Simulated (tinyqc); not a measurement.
Inside a calculation. Model: a chain with uneven site energies and dephasing by Buettiker voltage probes.

Computed by the program tinyqc: `OMP_NUM_THREADS=1 python tinyqc.py 2700024 2700025 out.jsonl`, one thread of a shared Intel Xeon 2.30GHz, about 0.01 s for the whole run. Printed values are rounded.

Sites 1 to 5 form a chain with hopping -t. Lead L joins site 1 and lead R site 5, both semi-infinite chains with hopping -t and site energy 0. Every site carries a probe with self-energy -i Gamma_p/2 that draws no net current. Linear response at zero temperature: mu_L = 1, mu_R = 0 in units of the bias.

Inputs (values chosen for the exercise): hopping (matrix element -t) t = 2.5 eV; site energies 1 to N U = [-1.57, -2.57, 2.99, -0.52, -1.4] eV; Fermi energy E = -1.46 eV; probe broadening Gamma_p gp = 1.2 eV.

Constants: q = 1.602176634e-19 C, h = 6.62607015e-34 J s. Results are converted to the units shown.

## Green function

Sigma = t^2 g(E), g(x) = (x - i sqrt(4 t^2 - x^2))/(2 t^2) for |x| < 2 t and (x - sign(x) sqrt(x^2 - 4 t^2))/(2 t^2) otherwise; Gamma = -2 Im Sigma; G = (E - H - Sigma_L - Sigma_R + i Gamma_p/2)^(-1).

Sigma = -0.73000-2.39105i eV
Gamma = 4.78209 eV

G (1/eV):
```
                     1                    2                    3                    4
1  -0.057725-0.222211i   0.153539+0.143726i   0.024048+0.121547i  -0.081562+0.066857i
2   0.153539+0.143726i   0.120367-0.231988i   0.137341-0.069611i   0.107393+0.075119i
3   0.024048+0.121547i   0.137341-0.069611i  -0.101734-0.123602i   0.051908-0.125984i
4  -0.081562+0.066857i   0.107393+0.075119i   0.051908-0.125984i  -0.045233-0.311828i
5  -0.038670-0.076834i  -0.078933+0.072081i   0.091015+0.063774i   0.256246+0.019592i

                     5
1  -0.038670-0.076834i
2  -0.078933+0.072081i
3   0.091015+0.063774i
4   0.256246+0.019592i
5   0.010035-0.117906i
```

## Transmissions between terminals

With Gamma the broadening by one lead, T_RL = Gamma^2 |G_(5,1)|^2, T_pL = Gamma Gamma_p |G_(p,1)|^2, T_pR = Gamma Gamma_p |G_(p,5)|^2, T_pq = Gamma_p^2 |G_(p,q)|^2 for p != q.

T_RL = 0.169199

```
probe      T_pL      T_pR
1      0.302475  0.042458
2      0.253821  0.065569
3      0.088098  0.070876
4      0.063825  0.379004
5      0.042458  0.080354
```

T_pq:
```
           1          2          3          4          5
1  0.0000000  0.0636930  0.0221069  0.0160160  0.0106543
2  0.0636930  0.0000000  0.0341399  0.0247337  0.0164536
3  0.0221069  0.0341399  0.0000000  0.0267355  0.0177853
4  0.0160160  0.0247337  0.0267355  0.0000000  0.0951058
5  0.0106543  0.0164536  0.0177853  0.0951058  0.0000000
```

## Probe potentials and effective transmission

No current into probe p: W mu = T_pL with W_pp = T_pL + T_pR + sum_q T_pq and W_pq = -T_pq. Then T_eff = T_RL + sum_p T_pR mu_p, and the resistance is (h/2q^2)/T_eff.

W:
```
           1          2          3          4          5
1   0.457404  -0.063693  -0.022107  -0.016016  -0.010654
2  -0.063693   0.458410  -0.034140  -0.024734  -0.016454
3  -0.022107  -0.034140   0.259741  -0.026736  -0.017785
4  -0.016016  -0.024734  -0.026736   0.605420  -0.095106
5  -0.010654  -0.016454  -0.017785  -0.095106   0.262811
```

mu_p, probe 1 to 5: [0.806931, 0.732968, 0.553640, 0.238323, 0.363866]
T_eff = 0.410323
resistance = 31.4543 kohm

Without probes the transmission is 0.5803. With them, 41.2 % of the current crosses without entering a probe.

## Current at both leads

In units of (2 q^2/h) times the bias, T_RL + sum_p T_pL (1 - mu_p) leaves L and T_RL + sum_p T_pR mu_p enters R.

current leaving L = 0.410323
current entering R = 0.410323

The two are equal: the probes conserve the current.
